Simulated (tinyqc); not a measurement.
Inside a calculation. Method: ROHF in the sto-3g basis, for H4+, spin multiplicity 2. Computed by tinyqc, a small Python program that keeps every step (integrals from PySCF). Settings: charge = 1, multiplicity = 2, basis = sto-3g, energy threshold = 1e-09, iteration cap = 87, orthogonalisation = symmetric, start = atomic densities, DIIS depth = 3, method = ROHF. Command: `OMP_NUM_THREADS=1 python tinyqc.py 24869 24870 out.jsonl` (the two numbers bound the seeds that draw the settings). One thread of a shared host (Intel(R) Xeon(R) Processor @ 2.60GHz), about 0.05 s of CPU time with the checks. Later iterations appear only in the table of the cycle.

## One-electron integrals

Geometry (angstrom):

| atom | x | y | z |
|---|---|---|---|
| H | 0.000000 | 0.000000 | 0.000000 |
| H | 0.000000 | 0.000000 | 1.269000 |
| H | 0.000000 | 1.815000 | 0.000000 |
| H | 0.000000 | 1.815000 | 1.269000 |

Basis sto-3g: exponents (1/bohr^2) and contraction coefficients of normalised primitives:

| element | l (shell) | exponent | coefficient |
|---|---|---|---|
| H | s (1) | 3.425251 | 0.154329 |
| H | s (1) | 0.623914 | 0.535328 |
| H | s (1) | 0.168855 | 0.444635 |

Overlap, kinetic and nuclear-attraction integrals over the contracted functions; the nuclear repulsion is the sum of Za Zb / Rab.

nuclear repulsion = 1.89501423 hartree

overlap S:
```
          1H 1s     2H 1s     3H 1s     4H 1s
1H 1s  1.000000  0.353440  0.160302  0.082947
2H 1s  0.353440  1.000000  0.082947  0.160302
3H 1s  0.160302  0.082947  1.000000  0.353440
4H 1s  0.082947  0.160302  0.353440  1.000000
```

kinetic energy T (hartree):
```
           1H 1s      2H 1s      3H 1s      4H 1s
1H 1s   0.760032   0.039061  -0.006596  -0.011446
2H 1s   0.039061   0.760032  -0.011446  -0.006596
3H 1s  -0.006596  -0.011446   0.760032   0.039061
4H 1s  -0.011446  -0.006596   0.039061   0.760032
```

nuclear attraction V (hartree):
```
           1H 1s      2H 1s      3H 1s      4H 1s
1H 1s  -2.169405  -0.694634  -0.294225  -0.156246
2H 1s  -0.694634  -2.169405  -0.156246  -0.294225
3H 1s  -0.294225  -0.156246  -2.169405  -0.694634
4H 1s  -0.156246  -0.294225  -0.694634  -2.169405
```

core Hamiltonian H = T + V (hartree):
```
           1H 1s      2H 1s      3H 1s      4H 1s
1H 1s  -1.409373  -0.655573  -0.300821  -0.167692
2H 1s  -0.655573  -1.409373  -0.167692  -0.300821
3H 1s  -0.300821  -0.167692  -1.409373  -0.655573
4H 1s  -0.167692  -0.300821  -0.655573  -1.409373
```

## Two-electron integrals

Functions are numbered as in S; the eight-fold symmetry (ij|kl) = (ji|kl) = (kl|ij) leaves the list below.

Two-electron integrals (ij|kl) in chemists' order, unique and non-zero (hartree):
```
(11|11) 0.774606   (21|11) 0.202796   (21|21) 0.074820   (22|11) 0.399438
(22|21) 0.202796   (22|22) 0.774606   (31|11) 0.078834   (31|21) 0.023552
(31|22) 0.052618   (31|31) 0.013681   (32|11) 0.033714   (32|21) 0.012984
(32|22) 0.036749   (32|31) 0.006151   (32|32) 0.003435   (33|11) 0.289622
(33|21) 0.095946   (33|22) 0.238590   (33|31) 0.078834   (33|32) 0.036749
(33|33) 0.774606   (41|11) 0.036749   (41|21) 0.012984   (41|22) 0.033714
(41|31) 0.006151   (41|32) 0.003367   (41|33) 0.033714   (41|41) 0.003435
(42|11) 0.052618   (42|21) 0.023552   (42|22) 0.078834   (42|31) 0.009191
(42|32) 0.006151   (42|33) 0.052618   (42|41) 0.006151   (42|42) 0.013681
(43|11) 0.095946   (43|21) 0.035179   (43|22) 0.095946   (43|31) 0.023552
(43|32) 0.012984   (43|33) 0.202796   (43|41) 0.012984   (43|42) 0.023552
(43|43) 0.074820   (44|11) 0.238590   (44|21) 0.095946   (44|22) 0.289622
(44|31) 0.052618   (44|32) 0.033714   (44|33) 0.399438   (44|41) 0.036749
(44|42) 0.078834   (44|43) 0.202796   (44|44) 0.774606
```

## Orthogonalisation

S = U s U^T; symmetric (Loewdin) form X = U s^(-1/2) U^T, so that X^T S X = 1.

eigenvalues of S: 0.569205  0.723915  1.110191  1.596689

X:
```
           1H 1s      2H 1s      3H 1s      4H 1s
1H 1s   1.060311  -0.190078  -0.076956  -0.001888
2H 1s  -0.190078   1.060311  -0.001888  -0.076956
3H 1s  -0.076956  -0.001888   1.060311  -0.190078
4H 1s  -0.001888  -0.076956  -0.190078   1.060311
```

## Starting guess

The start is atomic minimal-basis densities projected into this basis (PySCF's MINAO start) and scaled to the electron count of each spin; this density is not idempotent, so its energy is not variational and may lie below the converged one.

D(alpha) at the start:
```
          1H 1s     2H 1s     3H 1s     4H 1s
1H 1s  0.479203  0.042298  0.029969  0.012576
2H 1s  0.042298  0.479203  0.012576  0.029969
3H 1s  0.029969  0.012576  0.479203  0.042298
4H 1s  0.012576  0.029969  0.042298  0.479203
```

D(beta) at the start:
```
          1H 1s     2H 1s     3H 1s     4H 1s
1H 1s  0.239602  0.021149  0.014985  0.006288
2H 1s  0.021149  0.239602  0.006288  0.014985
3H 1s  0.014985  0.006288  0.239602  0.021149
4H 1s  0.006288  0.014985  0.021149  0.239602
```

## Iteration 1: building the Fock matrix

J_ij = sum D_kl (ij|kl) with D = D(alpha) + D(beta), K_ij = sum D_kl (ik|jl) for each spin; F = H + J - K(s); E = tr D H + tr D J / 2 - 0.5 sum_s tr D(s) K(s) + E_nn.

Coulomb J (hartree):
```
          1H 1s     2H 1s     3H 1s     4H 1s
1H 1s  1.275974  0.448647  0.197474  0.105956
2H 1s  0.448647  1.275974  0.105956  0.197474
3H 1s  0.197474  0.105956  1.275974  0.448647
4H 1s  0.105956  0.197474  0.448647  1.275974
```

exchange K(alpha) (hartree):
```
          1H 1s     2H 1s     3H 1s     4H 1s
1H 1s  0.439946  0.225930  0.105656  0.073063
2H 1s  0.225930  0.439946  0.073063  0.105656
3H 1s  0.105656  0.073063  0.439946  0.225930
4H 1s  0.073063  0.105656  0.225930  0.439946
```

exchange K(beta) (hartree):
```
          1H 1s     2H 1s     3H 1s     4H 1s
1H 1s  0.219973  0.112965  0.052828  0.036532
2H 1s  0.112965  0.219973  0.036532  0.052828
3H 1s  0.052828  0.036532  0.219973  0.112965
4H 1s  0.036532  0.052828  0.112965  0.219973
```

F(alpha) (hartree):
```
           1H 1s      2H 1s      3H 1s      4H 1s
1H 1s  -0.573344  -0.432855  -0.209003  -0.134799
2H 1s  -0.432855  -0.573344  -0.134799  -0.209003
3H 1s  -0.209003  -0.134799  -0.573344  -0.432855
4H 1s  -0.134799  -0.209003  -0.432855  -0.573344
```

F(beta) (hartree):
```
           1H 1s      2H 1s      3H 1s      4H 1s
1H 1s  -0.353372  -0.319891  -0.156175  -0.098268
2H 1s  -0.319891  -0.353372  -0.098268  -0.156175
3H 1s  -0.156175  -0.098268  -0.353372  -0.319891
4H 1s  -0.098268  -0.156175  -0.319891  -0.353372
```

total energy of this density = -1.03848938 hartree

This density is the starting one; it is not idempotent, so its energy is not variational and may lie below the converged one.

## Iteration 1: Roothaan effective Fock matrix

With projectors Pc = D(beta) S, Po = (D(alpha) - D(beta)) S, Pv = 1 - D(alpha) S, the block xy is Px^T F Py; with Fc = (F(alpha) + F(beta))/2, the blocks are Fc for cc, oo, vv and cv, F(beta) for co and F(alpha) for ov.

effective F (hartree):
```
           1H 1s      2H 1s      3H 1s      4H 1s
1H 1s  -0.454259  -0.358661  -0.163460  -0.095743
2H 1s  -0.358661  -0.454259  -0.095743  -0.163460
3H 1s  -0.163460  -0.095743  -0.454259  -0.358661
4H 1s  -0.095743  -0.163460  -0.358661  -0.454259
```

## Iteration 1: diagonalisation and new density

Diagonalise F' = X^T F X, C = X C', fill 2 alpha and 1 beta electrons from the bottom; D(s) = C_occ C_occ^T. Each column has its largest component positive (the first on a tie).

F' = X^T F X (hartree):
```
           1          2          3          4
1  -0.361201  -0.223911  -0.087331   0.000977
2  -0.223911  -0.361201   0.000977  -0.087331
3  -0.087331   0.000977  -0.361201  -0.223911
4   0.000977  -0.087331  -0.223911  -0.361201
```

orbital energies (hartree): MO1 -0.671467, MO2 -0.498757, MO3 -0.225598, MO4 -0.048982

coefficients C:
```
            MO1        MO2        MO3        MO4
1H 1s  0.395694   0.474538   0.587660   0.662729
2H 1s  0.395694   0.474538  -0.587660  -0.662729
3H 1s  0.395694  -0.474538   0.587660  -0.662729
4H 1s  0.395694  -0.474538  -0.587660   0.662729
```

D(alpha) after iteration 1:
```
           1H 1s      2H 1s      3H 1s      4H 1s
1H 1s   0.381760   0.381760  -0.068612  -0.068612
2H 1s   0.381760   0.381760  -0.068612  -0.068612
3H 1s  -0.068612  -0.068612   0.381760   0.381760
4H 1s  -0.068612  -0.068612   0.381760   0.381760
```

D(beta) after iteration 1:
```
          1H 1s     2H 1s     3H 1s     4H 1s
1H 1s  0.156574  0.156574  0.156574  0.156574
2H 1s  0.156574  0.156574  0.156574  0.156574
3H 1s  0.156574  0.156574  0.156574  0.156574
4H 1s  0.156574  0.156574  0.156574  0.156574
```

## Iteration 2: building the Fock matrix

As before.

Coulomb J (hartree):
```
          1H 1s     2H 1s     3H 1s     4H 1s
1H 1s  1.273551  0.452934  0.198433  0.107185
2H 1s  0.452934  1.273551  0.107185  0.198433
3H 1s  0.198433  0.107185  1.273551  0.452934
4H 1s  0.107185  0.198433  0.452934  1.273551
```

exchange K(alpha) (hartree):
```
          1H 1s     2H 1s     3H 1s     4H 1s
1H 1s  0.469473  0.328522  0.076364  0.062468
2H 1s  0.328522  0.469473  0.062468  0.076364
3H 1s  0.076364  0.062468  0.469473  0.328522
4H 1s  0.062468  0.076364  0.328522  0.469473
```

exchange K(beta) (hartree):
```
          1H 1s     2H 1s     3H 1s     4H 1s
1H 1s  0.248745  0.180130  0.132182  0.116240
2H 1s  0.180130  0.248745  0.116240  0.132182
3H 1s  0.132182  0.116240  0.248745  0.180130
4H 1s  0.116240  0.132182  0.180130  0.248745
```

F(alpha) (hartree):
```
           1H 1s      2H 1s      3H 1s      4H 1s
1H 1s  -0.605295  -0.531161  -0.178751  -0.122975
2H 1s  -0.531161  -0.605295  -0.122975  -0.178751
3H 1s  -0.178751  -0.122975  -0.605295  -0.531161
4H 1s  -0.122975  -0.178751  -0.531161  -0.605295
```

F(beta) (hartree):
```
           1H 1s      2H 1s      3H 1s      4H 1s
1H 1s  -0.384567  -0.382769  -0.234569  -0.176747
2H 1s  -0.382769  -0.384567  -0.176747  -0.234569
3H 1s  -0.234569  -0.176747  -0.384567  -0.382769
4H 1s  -0.176747  -0.234569  -0.382769  -0.384567
```

total energy of this density = -1.60606680 hartree

## Iteration 2: Roothaan effective Fock matrix

As before.

effective F (hartree):
```
           1H 1s      2H 1s      3H 1s      4H 1s
1H 1s  -0.494931  -0.456965  -0.206660  -0.149861
2H 1s  -0.456965  -0.494931  -0.149861  -0.206660
3H 1s  -0.206660  -0.149861  -0.494931  -0.456965
4H 1s  -0.149861  -0.206660  -0.456965  -0.494931
```

## Iteration 2: DIIS over 2 matrices

error matrix X^T (FDS - SDF) X:
```
          1         2         3         4
1  0.000000  0.000000  0.000000  0.000000
2  0.000000  0.000000  0.000000  0.000000
3  0.000000  0.000000  0.000000  0.000000
4  0.000000  0.000000  0.000000  0.000000
```

B (overlaps of the stored error matrices):
```
               1              2
1  0.0000000e+00  0.0000000e+00
2  0.0000000e+00  0.0000000e+00
```

Minimise |sum c_i e_i|^2 with sum c_i = 1: solve [B -1; -1 0][c; lambda] = [0; -1] with B_ij = tr e_i^T e_j, and take F = sum c_i F_i.

DIIS coefficients: 0.946806  0.053194

extrapolated F (hartree):
```
           1H 1s      2H 1s      3H 1s      4H 1s
1H 1s  -0.456422  -0.363890  -0.165758  -0.098622
2H 1s  -0.363890  -0.456422  -0.098622  -0.165758
3H 1s  -0.165758  -0.098622  -0.456422  -0.363890
4H 1s  -0.098622  -0.165758  -0.363890  -0.456422
```

## Iteration 2: diagonalisation and new density

As before.

F' = X^T F X (hartree):
```
           1          2          3          4
1  -0.361317  -0.228729  -0.088633  -0.000660
2  -0.228729  -0.361317  -0.000660  -0.088633
3  -0.088633  -0.000660  -0.361317  -0.228729
4  -0.000660  -0.088633  -0.228729  -0.361317
```

orbital energies (hartree): MO1 -0.679339, MO2 -0.500754, MO3 -0.220561, MO4 -0.044616

coefficients C:
```
            MO1        MO2        MO3        MO4
1H 1s  0.395694   0.474538   0.587660   0.662729
2H 1s  0.395694   0.474538  -0.587660  -0.662729
3H 1s  0.395694  -0.474538   0.587660  -0.662729
4H 1s  0.395694  -0.474538  -0.587660   0.662729
```

D(alpha) after iteration 2:
```
           1H 1s      2H 1s      3H 1s      4H 1s
1H 1s   0.381760   0.381760  -0.068612  -0.068612
2H 1s   0.381760   0.381760  -0.068612  -0.068612
3H 1s  -0.068612  -0.068612   0.381760   0.381760
4H 1s  -0.068612  -0.068612   0.381760   0.381760
```

D(beta) after iteration 2:
```
          1H 1s     2H 1s     3H 1s     4H 1s
1H 1s  0.156574  0.156574  0.156574  0.156574
2H 1s  0.156574  0.156574  0.156574  0.156574
3H 1s  0.156574  0.156574  0.156574  0.156574
4H 1s  0.156574  0.156574  0.156574  0.156574
```

## Iteration 3: building the Fock matrix

As before.

Coulomb J (hartree):
```
          1H 1s     2H 1s     3H 1s     4H 1s
1H 1s  1.273551  0.452934  0.198433  0.107185
2H 1s  0.452934  1.273551  0.107185  0.198433
3H 1s  0.198433  0.107185  1.273551  0.452934
4H 1s  0.107185  0.198433  0.452934  1.273551
```

exchange K(alpha) (hartree):
```
          1H 1s     2H 1s     3H 1s     4H 1s
1H 1s  0.469473  0.328522  0.076364  0.062468
2H 1s  0.328522  0.469473  0.062468  0.076364
3H 1s  0.076364  0.062468  0.469473  0.328522
4H 1s  0.062468  0.076364  0.328522  0.469473
```

exchange K(beta) (hartree):
```
          1H 1s     2H 1s     3H 1s     4H 1s
1H 1s  0.248745  0.180130  0.132182  0.116240
2H 1s  0.180130  0.248745  0.116240  0.132182
3H 1s  0.132182  0.116240  0.248745  0.180130
4H 1s  0.116240  0.132182  0.180130  0.248745
```

F(alpha) (hartree):
```
           1H 1s      2H 1s      3H 1s      4H 1s
1H 1s  -0.605295  -0.531161  -0.178751  -0.122975
2H 1s  -0.531161  -0.605295  -0.122975  -0.178751
3H 1s  -0.178751  -0.122975  -0.605295  -0.531161
4H 1s  -0.122975  -0.178751  -0.531161  -0.605295
```

F(beta) (hartree):
```
           1H 1s      2H 1s      3H 1s      4H 1s
1H 1s  -0.384567  -0.382769  -0.234569  -0.176747
2H 1s  -0.382769  -0.384567  -0.176747  -0.234569
3H 1s  -0.234569  -0.176747  -0.384567  -0.382769
4H 1s  -0.176747  -0.234569  -0.382769  -0.384567
```

total energy of this density = -1.60606680 hartree

## Iteration 3: Roothaan effective Fock matrix

As before.

effective F (hartree):
```
           1H 1s      2H 1s      3H 1s      4H 1s
1H 1s  -0.494931  -0.456965  -0.206660  -0.149861
2H 1s  -0.456965  -0.494931  -0.149861  -0.206660
3H 1s  -0.206660  -0.149861  -0.494931  -0.456965
4H 1s  -0.149861  -0.206660  -0.456965  -0.494931
```

## Iteration 3 (converged): orbitals

As before.

F' = X^T F X (hartree):
```
           1          2          3          4
1  -0.363389  -0.314480  -0.111792  -0.029796
2  -0.314480  -0.363389  -0.029796  -0.111792
3  -0.111792  -0.029796  -0.363389  -0.314480
4  -0.029796  -0.111792  -0.314480  -0.363389
```

orbital energies (hartree): MO1 -0.819456, MO2 -0.536282, MO3 -0.130906, MO4 0.033087

coefficients C:
```
            MO1        MO2        MO3        MO4
1H 1s  0.395694   0.474538   0.587660   0.662729
2H 1s  0.395694   0.474538  -0.587660  -0.662729
3H 1s  0.395694  -0.474538   0.587660  -0.662729
4H 1s  0.395694  -0.474538  -0.587660   0.662729
```

D(alpha) after iteration 3:
```
           1H 1s      2H 1s      3H 1s      4H 1s
1H 1s   0.381760   0.381760  -0.068612  -0.068612
2H 1s   0.381760   0.381760  -0.068612  -0.068612
3H 1s  -0.068612  -0.068612   0.381760   0.381760
4H 1s  -0.068612  -0.068612   0.381760   0.381760
```

D(beta) after iteration 3:
```
          1H 1s     2H 1s     3H 1s     4H 1s
1H 1s  0.156574  0.156574  0.156574  0.156574
2H 1s  0.156574  0.156574  0.156574  0.156574
3H 1s  0.156574  0.156574  0.156574  0.156574
4H 1s  0.156574  0.156574  0.156574  0.156574
```

## Convergence

Stop when the energy changes by less than 1e-09 hartree and every element of the error matrix X^T (F D S - S D F) X is below 9e-06.

Course of the cycle:

| iteration | E (hartree) | change | largest element of the error matrix |
|---|---|---|---|
| 1 | -1.03848938 | - | 2.47e-16 |
| 2 | -1.60606680 | -5.68e-01 | 1.52e-15 |
| 3 | -1.60606680 | 0.000000 | 1.81e-15 |

PySCF ROHF in the same basis = -1.60606680 hartree

Converged in 3 iterations.

## Populations, bond orders and dipole

Mulliken: Z minus the diagonal of D S on the atom; Loewdin: the same with S^(1/2) D S^(1/2); Mayer order: 2 sum_s sum (D(s) S)_ij (D(s) S)_ji over the two atoms.

Charges (e):

| atom | Mulliken | Loewdin | Mulliken spin |
|---|---|---|---|
| 1H | 0.250000 | 0.250000 | 0.250000 |
| 2H | 0.250000 | 0.250000 | 0.250000 |
| 3H | 0.250000 | 0.250000 | 0.250000 |
| 4H | 0.250000 | 0.250000 | 0.250000 |

Mayer bond orders:

| pair | order |
|---|---|
| 2-1 | 0.625000 |
| 3-1 | 0.125000 |
| 3-2 | 0.125000 |
| 4-1 | 0.125000 |
| 4-2 | 0.125000 |
| 4-3 | 0.625000 |

dipole moment about the origin, x y z (debye): 0.000000  4.358908  3.047633
